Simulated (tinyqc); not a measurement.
Grain growth, pinning, strength and diffusional creep of a polycrystal or thin film: one step, computed by the program tinyqc. Command: `OMP_NUM_THREADS=1 python tinyqc.py 3010610 3010611 out.jsonl grain walk`. One thread of a shared host (Intel(R) Xeon(R) Processor @ 2.30GHz), about 0.01 s of CPU time with the checks.

One mean grain size d describes the structure.

Task: Grain size after the anneal. dd/dt = 2 M gamma (1/d - 1/d_lim) integrates to 2 M gamma t = d_lim (d0 - d) + d_lim^2 ln[(d_lim - d0)/(d_lim - d)]; without pinning d^2 = d0^2 + 4 M gamma t.

Inputs (values chosen for the exercise, modelled on polycrystalline silicon):

| quantity | value | unit |
|---|---|---|
| boundary energy gamma | 0.62 | J/m^2 |
| anneal temperature T | 1209 | K |
| anneal time t | 2200 | s |
| initial grain size d0 | 27 | nm |

mobility M = 1.793012e-18 m^4/(J s)

limit d_lim = 26666.67 nm

Give: size without pinning; grain size d.

Result:

size without pinning = 102.53 nm

grain size d = 102.40 nm

Pinning holds d to 100 % of the free value.
